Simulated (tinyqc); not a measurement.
Coupled-perturbed Hartree-Fock on RHF in the sto-3g basis, for H4, spin multiplicity 1, step by step. The polarisability along this axis is zero because the basis has no function that the field can mix in; the real value is not. One step of it, computed by the program tinyqc.

Question. Integrals over molecular orbitals. (pq|rs) = sum C_ip C_jq C_kr C_ls (ij|kl), one index at a time.

coefficients C:
```
            MO1        MO2        MO3        MO4
1H 1s  0.343207   0.486772   0.698458  -0.631663
2H 1s  0.431643   0.399254  -0.535251   0.853198
3H 1s  0.431643  -0.399254  -0.535251  -0.853198
4H 1s  0.343207  -0.486772   0.698458   0.631663
```

core Hamiltonian H = T + V (hartree), lower triangle:
```
           1H 1s      2H 1s      3H 1s      4H 1s
1H 1s  -1.286896
2H 1s  -0.775205  -1.511583
3H 1s  -0.094087  -0.536265  -1.511583
4H 1s  -0.009693  -0.094087  -0.775205  -1.286896
```

Two-electron integrals (ij|kl) in chemists' order, unique and non-zero (hartree):
```
(11|11) 0.774606   (21|11) 0.260645   (21|21) 0.116760   (22|11) 0.443109
(22|21) 0.260645   (22|22) 0.774606   (31|11) 0.018874   (31|21) 0.009706
(31|22) 0.025843   (31|31) 0.001032   (32|11) 0.084451   (32|21) 0.049783
(32|22) 0.156984   (32|31) 0.006510   (32|32) 0.047360   (33|11) 0.208662
(33|21) 0.116879   (33|22) 0.362369   (33|31) 0.018874   (33|32) 0.156984
(33|33) 0.774606   (41|11) 0.001266   (41|21) 0.000703   (41|22) 0.002053
(41|31) 0.000087   (41|32) 0.000608   (41|33) 0.002053   (41|41) 0.000008
(42|11) 0.010711   (42|21) 0.006104   (42|22) 0.018874   (42|31) 0.000857
(42|32) 0.006510   (42|33) 0.025843   (42|41) 0.000087   (42|42) 0.001032
(43|11) 0.074607   (43|21) 0.039865   (43|22) 0.116879   (43|31) 0.006104
(43|32) 0.049783   (43|33) 0.260645   (43|41) 0.000703   (43|42) 0.009706
(43|43) 0.116760   (44|11) 0.145099   (44|21) 0.074607   (44|22) 0.208662
(44|31) 0.010711   (44|32) 0.084451   (44|33) 0.443109   (44|41) 0.001266
(44|42) 0.018874   (44|43) 0.260645   (44|44) 0.774606
```

Give: one-electron integrals over orbitals h = C^T H C; Two-electron integrals over orbitals.

Answer.

one-electron integrals over orbitals h = C^T H C (hartree), lower triangle:
```
         1        2        3        4
1  -1.5837
2   0.0000  -1.4457
3   0.1199   0.0000  -1.1385
4   0.0000  -0.1013   0.0000  -0.9709
```

Two-electron integrals over orbitals (pq|rs), unique and non-zero (hartree):
```
(11|11) 0.4299    (21|21) 0.1838    (22|11) 0.4082    (22|22) 0.4174
(31|11) -0.0533   (31|22) 0.0035    (31|31) 0.1103    (32|21) 0.0736
(32|32) 0.1147    (33|11) 0.4096    (33|22) 0.4114    (33|31) -0.0045
(33|33) 0.4269    (41|21) 0.0259    (41|32) -0.0778   (41|41) 0.0953
(42|11) 0.0598    (42|22) 0.0076    (42|31) -0.1076   (42|33) 0.0049
(42|42) 0.1124    (43|21) -0.1799   (43|32) -0.0760   (43|41) -0.0240
(43|43) 0.1917    (44|11) 0.4480    (44|22) 0.4270    (44|31) -0.0572
(44|33) 0.4380    (44|42) 0.0651    (44|44) 0.4870
```
